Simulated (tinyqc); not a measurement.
Gate voltage from the surface potential.

Question. At the source end, Vgs + Vsb - Vfb - psi = gamma sqrt(G), G = psi - Vt + Vt exp((psi - 2 phiF - Vsb)/Vt), and the voltage over the insulator is gamma sqrt(G). Find that voltage and Vgs.

Parameters, values chosen for the exercise:
- T = 300 K (temperature)
- Vfb = -2.78 V (flat-band voltage)
- Vsb = 0.3 V (source-body reverse bias)

Constants: q = 1.602176634e-19 C, kB = 1.380649e-23 J/K, Vt = kB T/q. Results are converted to the units shown.

psi = 3.7072467 V
phiF = 1.6439678 V
gamma = 0.49143130 V^0.5

Answer. In this direction the relation is explicit: no iteration is needed.

voltage over the insulator = 1.233 V
Vgs = 1.860 V

Numbers from tinyqc (`OMP_NUM_THREADS=1 python tinyqc.py 2360162 2360163 out.jsonl`; about 0.07 s on one thread of a shared Intel Xeon 2.30GHz).
